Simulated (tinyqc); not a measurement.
Tunnelling through a two-layer gate stack, WKB transmission and Tsu-Esaki current: two steps of the calculation.

Electrons leave the emitter at x = 0. Energies E (motion across the layers) are in eV from the emitter Fermi level; the collector Fermi level lies at -V and offers states at every E. No charge in the dielectric and no image force: F1 = V/(t1 + t2 eps1/eps2), F2 = F1 eps1/eps2; U = phi1 - F1 x in layer 1 and phi2 - F1 t1 - F2 (x - t1) in layer 2. With C = hbar^2/(2 m0), kappa = sqrt(m (U - E)/C) where U > E and 0 elsewhere; T(E) = exp(-S), S = 2 times the integral of kappa over x.

Parameters, values chosen for the exercise; layer 1 close to silicon dioxide, layer 2 close to hafnium oxide: temperature T = 300 K; Fermi energy of the emitter above its band bottom Ef = 2.4 eV; emitter mass in the supply function me = 0.36 m0; barrier of layer 1 above the emitter Fermi level at zero bias phi1 = 3.13 eV; tunnelling mass of layer 1 m1 = 0.5 m0; thickness of layer 1 t1 = 1.2 nm; relative permittivity of layer 1 eps1 = 3.9; barrier of layer 2 at zero bias phi2 = 1.43 eV; tunnelling mass of layer 2 m2 = 0.2 m0; thickness of layer 2 t2 = 1.3 nm; relative permittivity of layer 2 eps2 = 22.7; voltage across the dielectric V = 1 V; energy of the electron followed E = 0 eV; lower end of the energy grid Ea = -1 eV; upper end of the energy grid Eb = 0.28 eV; points of the energy grid nE = 15.

Constants: q = 1.602176634e-19 C, kB = 1.380649e-23 J/K, hbar = 1.054571817e-34 J s, m0 = 9.1093837015e-31 kg, Vt = kB T/q, hbar^2/(2 m0) = 0.0380998212 eV nm^2. Results are converted to the units shown.

Problem 1. WKB exponent in closed form. Each layer adds (2/F) sqrt(m/C) [G(u at its left edge) - G(u at its right edge)] to S, with u = U - E (0 where negative) and G(u) = (2/3) u^1.5. The slope follows from 1/d = -dS/dE.

Give: S; T(E); energy d over which T(E) grows by a factor e.

Solution 1.

S = 18.538
T(E) = 8.8972e-9
energy d over which T(E) grows by a factor e = 0.14622 eV

The midpoint rule gives S = 18.538, so its T(E) is 0.053 % below this value. The band edge stays above E through the whole stack: direct tunnelling through a trapezoid.

Problem 2. Current density on a coarse energy grid. J = J0 times the integral of T(E) N(E) dE, N = ln[(1 + exp(-E/Vt))/(1 + exp((-E - V)/Vt))], J0 = q^2 me m0 kB T/(2 pi^2 hbar^3) (times 1e-4 for A/cm^2 per eV), by Simpson's rule on nE equally spaced points from Ea to Eb.

Give: E; T(E); N; T(E) N; J0; J.

Solution 2.

```
point   E (eV)        T(E)          N      T(E) N
0      -1.0000  3.5932e-11     37.989   1.3650e-9
1      -0.9086  5.5418e-11     35.116   1.9461e-9
2      -0.8171  8.6338e-11     31.608   2.7290e-9
3      -0.7257  1.3599e-10     28.072   3.8175e-9
4      -0.6343  2.1679e-10     24.535   5.3189e-9
5      -0.5429  3.5019e-10     20.999   7.3536e-9
6      -0.4514  5.7410e-10     17.462   1.0025e-8
7      -0.3600  9.5692e-10     13.925   1.3326e-8
8      -0.2686   1.6255e-9     10.389   1.6887e-8
9      -0.1771   2.8225e-9     6.8532   1.9344e-8
10     -0.0857   5.0301e-9     3.3512   1.6857e-8
11      0.0057   9.2525e-9    0.58872   5.4472e-9
12      0.0971   1.7714e-8   0.023070  4.0867e-10
13      0.1886   3.5778e-8  6.7919e-4  2.4300e-11
14      0.2800   7.8150e-8  1.9779e-5  1.5457e-12
```

J0 = 1.5061e8 A/(cm^2 eV)
J = 1.4268 A/cm^2

The integrand peaks at E = -0.177 eV among these points.

Numbers from tinyqc (`OMP_NUM_THREADS=1 python tinyqc.py 2540151 2540152 out.jsonl`; about 0.06 s on one thread of a shared Intel Xeon 2.30GHz).
